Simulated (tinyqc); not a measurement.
Harmonic transition-state theory with quantum, tunnelling and friction corrections. Changing the imaginary frequency at the saddle nu_b. Computed by tinyqc, a small Python program. Command: `OMP_NUM_THREADS=1 python tinyqc.py 3026110 3026111 out.jsonl rates sweep`. One thread of a shared host (Intel(R) Xeon(R) Processor @ 2.30GHz), about 0.02 s of CPU time with the checks.

One atom hops between equivalent sites; three modes at the minimum and two real modes at the saddle are treated as harmonic, the rest of the crystal as unchanged; melting is ignored, so hot rows may lie above the melting point.

Inputs (values chosen for the exercise, modelled on a vacancy in copper): barrier E_b = 0.706 eV; temperature T = 479 K.

Lattice of sites: three-dimensional.

Constants: h x 1 THz = 4.135667696 meV; k_B = 8.617333262e-05 eV/K.

Method. With u = h nu_b/(k_B T): Wigner factor 1 + u^2/24; parabolic barrier (Bell) (u/2)/sin(u/2), valid above T_c = h nu_b/(2 pi k_B); symmetric Eckart barrier: kappa = int_0^infinity P(E) exp(-(E - E_b)/(k_B T)) dE/(k_B T), P = (cosh 2a - 1)/(cosh 2a + cosh 2d), a = alpha sqrt(E/E_b), alpha = 2 pi E_b/(h nu_b), 2d = 2 sqrt(alpha^2 - pi^2/4).

One run for each value:

| imaginary frequency at the saddle nu_b (THz) | Eckart factor | Wigner factor | crossover temperature T_c (K) |
|---|---|---|---|
| 0.8 | 1.0003 | 1.0003 | 6.111 |
| 1.0 | 1.0004 | 1.0004 | 7.638 |
| 1.3 | 1.0007 | 1.0007 | 9.930 |
| 1.7 | 1.0013 | 1.0012 | 12.985 |
| 2.2 | 1.0021 | 1.0020 | 16.804 |
| 2.9 | 1.0037 | 1.0035 | 22.151 |
| 3.7 | 1.0061 | 1.0057 | 28.261 |
| 4.8 | 1.0103 | 1.0096 | 36.664 |

Describe and explain the trends.

Over the rows, Eckart factor rises from 1.000 to 1.010 (exponent d ln y / d ln x 7.1e-4 between the first rows and 0.016 between the last); Wigner factor rises from 1.000 to 1.010 (exponent d ln y / d ln x 6.7e-4 between the first rows and 0.015 between the last); crossover temperature T_c (K) rises from 6.11 to 36.7 (exponent d ln y / d ln x about 1.0 throughout). The exponent of crossover temperature T_c stays at 1: T_c = h nu_b/(2 pi k_B). A larger nu_b means a narrower barrier of the same height.

Extremes, crossings and ranges named in words are read from the listed rows.
